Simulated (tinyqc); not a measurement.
Inside a calculation: carrier statistics of a doped semiconductor with parabolic bands. Values are carried at full precision from step to step, so a last printed digit may differ when a step is redone from the rounded ones.

Constants: kB = 8.617333262e-05 eV/K; hbar^2/2m0 = 3.80998211 eV angstrom^2.

Parameters, chosen for this exercise (near those of Si; shifted at random, so the results belong to these values and not to a real crystal): Eg0 = 1.169 eV (gap at 0 K); al = 0.00046 eV/K (Varshni alpha); be = 648 K (Varshni beta); T = 500 K; ml = 0.899 m0 (longitudinal electron mass); mt = 0.185 m0 (transverse electron mass); Mv = 6 (equivalent valleys); mhh = 0.547 m0 (heavy-hole mass); mlh = 0.153 m0 (light-hole mass); ND = 6.1e+12 1/cm^3 (donors); NA = 6.9e+16 1/cm^3 (acceptors); ED = 0.0451 eV (donor level below Ec); EA = 0.0449 eV (acceptor level above Ev).

## Gap and thermal energy

Eg(T) = Eg0 - al T^2/(T + be) (Varshni).

Eg = 1.06883 eV
kT = 0.043087 eV

The gap has shrunk by 100.2 meV from 0 K and is 24.8 kT wide.

## Effective densities of states

m_de = Mv^(2/3) (ml mt^2)^(1/3); m_dh = (mhh^(3/2) + mlh^(3/2))^(2/3); N = 2 (m kB T/(4 pi c))^(3/2) with c = hbar^2/2m0, in 1/angstrom^3; times 1e24 for 1/cm^3.

m_de = 1.0347 m0
m_dh = 0.5997 m0
Nc = 5.6826e+19 1/cm^3
Nv = 2.5075e+19 1/cm^3

The light holes supply 12.9 % of Nv, and Nc/Nv = 2.27.

## Intrinsic density and level

With Boltzmann statistics ni = sqrt(Nc Nv) exp(-Eg/2kT) and Ei = Eg/2 + (kT/2) ln(Nv/Nc), counted from Ev.

ni = 1.55e+14 1/cm^3
Ei = 0.5168 eV

Ei lies 17.6 meV below midgap, towards the band with the smaller density of states.

## Neutrality by bisection

Energies are counted from Ev, so Ec = Eg. n = Nc F_1/2((EF - Eg)/kT), p = Nv F_1/2(-EF/kT), ND+ = ND/(1 + 2 exp((EF - Eg + ED)/kT)), NA- = NA/(1 + 4 exp((EA - EF)/kT)); neutrality asks p + ND+ = n + NA-. F_j(eta) = (1/Gamma(j + 1)) integral_0^infinity x^j dx/(1 + exp(x - eta)), which tends to exp(eta) for eta << 0.

Start from the bracket [-0.2 eV, Eg + 0.2 eV]; at the midpoint EF take the sign of p + ND+ - n - NA-; where it is positive EF must rise. Fourteen steps are shown.

Bisection (eV, 1/cm^3):
```
step       low     high       EF         n         p       ND+       NA-  sign
1     -0.20000  1.26883  0.53441  2.33e+14  1.03e+14  6.10e+12  6.90e+16     -
2     -0.20000  0.53441  0.16721  4.64e+10  5.14e+17  6.10e+12  5.59e+16     +
3      0.16721  0.53441  0.35081  3.29e+12  7.30e+15  6.10e+12  6.88e+16     -
4      0.16721  0.35081  0.25901  3.91e+11  6.14e+16  6.10e+12  6.71e+16     -
5      0.16721  0.25901  0.21311  1.35e+11  1.78e+17  6.10e+12  6.39e+16     +
6      0.21311  0.25901  0.23606  2.29e+11  1.05e+17  6.10e+12  6.59e+16     +
7      0.23606  0.25901  0.24753  2.99e+11  8.01e+16  6.10e+12  6.66e+16     +
8      0.24753  0.25901  0.25327  3.42e+11  7.01e+16  6.10e+12  6.69e+16     +
9      0.25327  0.25901  0.25614  3.66e+11  6.56e+16  6.10e+12  6.70e+16     -
10     0.25327  0.25614  0.25470  3.54e+11  6.78e+16  6.10e+12  6.69e+16     +
11     0.25470  0.25614  0.25542  3.60e+11  6.67e+16  6.10e+12  6.70e+16     -
12     0.25470  0.25542  0.25506  3.57e+11  6.73e+16  6.10e+12  6.70e+16     +
13     0.25506  0.25542  0.25524  3.58e+11  6.70e+16  6.10e+12  6.70e+16     +
14     0.25524  0.25542  0.25533  3.59e+11  6.69e+16  6.10e+12  6.70e+16     -
```

Each step halves the bracket, which is 0.179 meV wide at the last row.

## The neutral state

Solve the neutrality condition for EF to convergence.

EF = 0.2553 eV
n = 3.58e+11 1/cm^3
p = 6.70e+16 1/cm^3
ND+ = 6.10e+12 1/cm^3
NA- = 6.70e+16 1/cm^3

The material is p-type; 97.1 % of the acceptors are ionised. EF lies 5.92 kT inside the gap from the valence edge, so Boltzmann statistics would serve; n p/(Nc Nv exp(-Eg/kT)) = 0.999.

## Checks

- F_1/2(1) by the trapezoid rule against adaptive quadrature: both 1.575641.
- Positive against negative charge at the solution (1/cm^3): both 6.69702e+16.

tinyqc: `OMP_NUM_THREADS=1 python tinyqc.py 1652059 1652060 out.jsonl`; about 0.02 s, one thread, shared Intel(R) Xeon(R) Processor @ 2.30GHz.
